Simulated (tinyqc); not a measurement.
Worked calculation: lattice vibrations of a chain. One step of it, computed by the program tinyqc.

Task: Frequencies. omega^2 are the eigenvalues; wavenumber = 521.4708 sqrt(eigenvalue) 1/cm.

D(q) (eV/(angstrom^2 u)), lower triangle (Hermitian):
```
                    1          2          3         4
1            0.516544
2           -0.369483   1.027295
3            0.000000  -0.784796   1.444444
4  0.271772-0.197454i   0.000000  -0.460031  1.078947
```

Give: eigenvalues; wavenumbers; weights |e|^2 of the mass-weighted modes.

Result:

eigenvalues: 0.131  0.428  1.323  2.185

wavenumbers (1/cm): 188.8  341.0  599.9  770.9

weights |e|^2 of the mass-weighted modes:
```
        mode 1  mode 2  mode 3  mode 4
atom 1   0.471   0.280   0.241   0.007
atom 2   0.344   0.160   0.197   0.299
atom 3   0.133   0.261   0.009   0.596
atom 4   0.051   0.299   0.553   0.097
```
